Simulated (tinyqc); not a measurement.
Three-level Kane dispersion of a narrow-gap semiconductor: sweeps and comparisons. A value that a table varies takes the place of the one given here.

Zero of energy at Gamma8, c = hbar^2/2m0, P^2 = Ep c. The free-electron term and remote bands are left out, so the heavy holes are flat at E = 0 and the other three bands obey E (E - Eg)(E + Dso) = P^2 k^2 (E + 2 Dso/3). The conduction band is the highest root; its edge is Ec = max(Eg, 0).

Degenerate electrons at T = 0: kF = (3 pi^2 n)^(1/3), 1 cm^-3 = 1e-24 angstrom^-3; EF is the highest root at kF. The momentum (cyclotron, optical) mass is m(E) = hbar^2 k/(dE/dk) = c d(k^2)/dE with d(k^2)/dE = k^2 [1/E + 1/(E - Eg) + 1/(E + Dso) - 1/(E + 2 Dso/3)]; the density of states is k d(k^2)/dE/(2 pi^2).

Edge mass m0* = 3 |Eg|/(2 Ep).
Constants: hbar^2/2m0 = 3.80998211 eV angstrom^2.

Parameters, chosen for this exercise (near those of HgTe; shifted at random, so the results belong to these values and not to a real crystal):
```
symbol  value    unit        meaning
Eg      -0.294   eV          E(Gamma6) - E(Gamma8)
Dso     1.13     eV          spin-orbit splitting
Ep      18.6     eV          Kane energy
k       0.033    1/angstrom  wave vector
n       2.7e+17  cm^-3       electron density
```

## Filling the band

n from 1e15 to 1e19 cm^-3. The last column is the local power d ln(EF - Ec)/d ln n = kF^2/(1.5 (EF - Ec) d(k^2)/dE).

Results:
```
n (cm^-3)  kF (1/angstrom)  EF - Ec (meV)  parabolic (meV)   m(EF)  m(EF)/m0*  power
1.0e+15            0.00309            1.5              1.5  0.0239       1.01  0.664
1.0e+16            0.00667            7.0              7.1  0.0247       1.04  0.653
3.0e+16            0.00961           14.3             14.8  0.0257       1.08  0.641
1.0e+17            0.01436           30.4             33.1  0.0279       1.18  0.617
3.0e+17            0.02071           58.8             68.9  0.0318       1.34  0.583
1.0e+18            0.03094          115.5            153.8  0.0392       1.65  0.537
3.0e+18            0.04462          203.5            319.9  0.0503       2.12  0.494
1.0e+19            0.06665          359.8            713.9  0.0691       2.91  0.454
```

The power falls from 0.664 to 0.454: 2/3 marks a parabola, 1/3 a linear band. The parabola is within 10 % up to n = 1.0e+17 cm^-3. The mass has doubled by n = 3.0e+18 cm^-3 and ends at 2.9 times its edge value.

## Closing and inverting the gap

Eg is varied at fixed k, Dso and Ep. Edge mass: Eg (Eg + Dso)/(Ep (Eg + 2 Dso/3)) for Eg > 0, 3 |Eg|/(2 Ep) for Eg < 0. The Gamma6 weight of the conduction state is 1/(1 + P^2 k^2 [(2/3)/E^2 + (1/3)/(E + Dso)^2]).

Results:
```
Eg (eV)      m0*  highest root (eV)  middle (eV)  lowest (eV)  E - Ec (meV)  Gamma6 weight
-0.400   0.03226             0.1060      -0.4704      -1.1657         106.0          0.179
-0.200   0.01613             0.1540      -0.3259      -1.1582         154.0          0.314
-0.080   0.00645             0.1985      -0.2536      -1.1550         198.5          0.431
-0.020   0.00161             0.2263      -0.2227      -1.1536         226.3          0.495
0.020    0.00160             0.2470      -0.2042      -1.1528         227.0          0.539
0.080    0.00625             0.2812      -0.1795      -1.1517         201.2          0.601
0.200    0.01500             0.3601      -0.1404      -1.1497         160.1          0.710
0.400    0.02853             0.5154      -0.0983      -1.1471         115.4          0.831
```

The edge mass vanishes with |Eg| from both sides, yet the kinetic energy at this k stays finite, at most 227.0 meV in the table; at Eg = 0 the two-level form, without the split-off band, gives the linear value sqrt(2/3) P k = 226.8 meV. The Gamma6 weight of the conduction state goes smoothly from 0.18 to 0.83 and is 0.50 and 0.54 in the two rows next to Eg = 0: at finite k nothing jumps at the inversion.

## What each parameter does

Edge mass, EF - Ec and m(EF). Each row changes one parameter from the base and keeps the others.

Results:
```
case               m0* (m0)  EF - Ec (meV)  m(EF) (m0)
base                0.02371          55.33     0.03129
n = 5.4e+17 cm^-3   0.02371          82.37     0.03488
Eg = -0.2499 eV     0.02015          62.11     0.02882
Dso = 0.9605 eV     0.02371          55.52     0.03111
Ep = 21.39 eV       0.02062          62.52     0.02805
```

The largest shifts from the base row, up to three for each result and ties (the steps differ in size, so this ranks the rows, not the parameters). m0* (m0): Eg -0.00356, Ep -0.00309; unchanged at the printed digits by n and Dso. EF - Ec (meV): n +27.04, Ep +7.19, Eg +6.78. m(EF) (m0): n +0.00359, Ep -0.00325, Eg -0.00248.

Run: tinyqc, `OMP_NUM_THREADS=1 python tinyqc.py 1081207 1081208 out.jsonl`; Intel(R) Xeon(R) Processor @ 2.30GHz, one thread, shared host; about 0.01 s of CPU time with all checks.
